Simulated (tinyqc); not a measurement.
MOS inversion layer, Poisson-Schroedinger loop: mixing schemes compared.

Electrons confined at an insulator interface at z = 0, treated as a hard wall; parabolic valleys, Hartree approximation, no image or exchange terms. The depletion charge lies far deeper than the electrons and gives a uniform field q Nd/(eps0 eps_r); the gate balances all charge. Energies are counted from the band edge at the interface.

V0 = q Nd z/(eps0 eps_r) in eV.

Tridiagonal Hamiltonian with psi = 0 one step beyond both ends: H_ii = C (1/m_(i-1/2) + 1/m_(i+1/2))/hz^2 + V0_i + U_i (+ dE for the set B), H_(i,i+1) = -C/(m_(i+1/2) hz^2), C = hbar^2/(2 m0). The lowest 2 level(s) of each valley set are kept, normalised to hz sum |psi|^2 = 1. The mass is the same on all intervals.

Level k holds N_k = D_k Vt ln(1 + exp((EF - E_k)/Vt)) with D = 2 md1 m0 q/(pi hbar^2) for the set A, D = 4 md2 m0 q/(pi hbar^2) for the set B per eV (spin included); EF is fixed by sum N_k = Ns.

n_i = sum_k N_k |psi_k|^2 (converted to cm^-3). Hartree part by Gauss: on the interval before node i the electrons still beyond are S_i = Ns - hz sum_(j<i) n_j, and U_i = U_(i-1) + q S_i hz/(eps0 eps_r) in eV, U_0 = 0 at the interface. Mixing: U(new) = U + a (U(out) - U).

Rounds from U = 0 until the largest |U(out) - U| is below 1e-7 eV (the round that meets it is counted). Anderson mixing of depth m keeps the last m inputs V and residuals F = V(out) - V(in), fits c by least squares to F = dF c over their successive differences dF, dV, and sets V(new) = V + a F - (dV + a dF) c.

Values chosen for this exercise; masses and permittivity close to those of silicon (100): temperature T = 300 K; relative permittivity eps_r = 11.7; mass along z of valley set A (2 valley(s)) mz1 = 0.928 m0; in-plane density-of-states mass of set A md1 = 0.191 m0; mass along z of valley set B (4 valley(s)) mz2 = 0.189 m0; in-plane density-of-states mass of set B md2 = 0.412 m0; sheet density of electrons Ns = 3.4e11 cm^-2; sheet density of depletion charge Nd = 3e12 cm^-2; extra shift of set B (strain) dE = 0.04 eV; mesh step hz = 0.64 nm.

Constants: q = 1.602176634e-19 C, kB = 1.380649e-23 J/K, hbar = 1.054571817e-34 J s, m0 = 9.1093837015e-31 kg, Vt = kB T/q, eps0 = 8.8541878128e-14 F/cm where lengths are in cm, hbar^2/(2 m0) = 0.0380998212 eV nm^2. Results are converted to the units shown.

| node | z (nm) |
|---|---|
| 1 | 0.64 |
| 2 | 1.28 |
| 3 | 1.92 |
| 4 | 2.56 |
| 5 | 3.2 |
| 6 | 3.84 |
| 7 | 4.48 |
| 8 | 5.12 |
| 9 | 5.76 |
| 10 | 6.4 |
| 11 | 7.04 |
| 12 | 7.68 |
| 13 | 8.32 |
| 14 | 8.96 |
| 15 | 9.6 |
| 16 | 10.24 |
| 17 | 10.88 |
| 18 | 11.52 |

Rounds needed:

| a | depth m | rounds |
|---|---|---|
| 1 | plain | 5 |
| 0.8 | plain | 8 |
| 0.6 | plain | 14 |
| 0.4 | plain | 23 |
| 0.2 | plain | 51 |
| 0.1 | plain | 107 |
| 0.5 | 2 | 6 |
| 0.5 | 4 | 5 |
| 0.5 | 8 | 5 |

What does the comparison show?

Among the plain runs a = 1 is fastest, with 5 rounds: the response of the charge is weak enough that no damping is needed. Anderson mixing needs 5 to 6 rounds.

Numbers from tinyqc (`OMP_NUM_THREADS=1 python tinyqc.py 2160103 2160104 out.jsonl`; about 0.8 s on one thread of a shared Intel Xeon 2.30GHz).
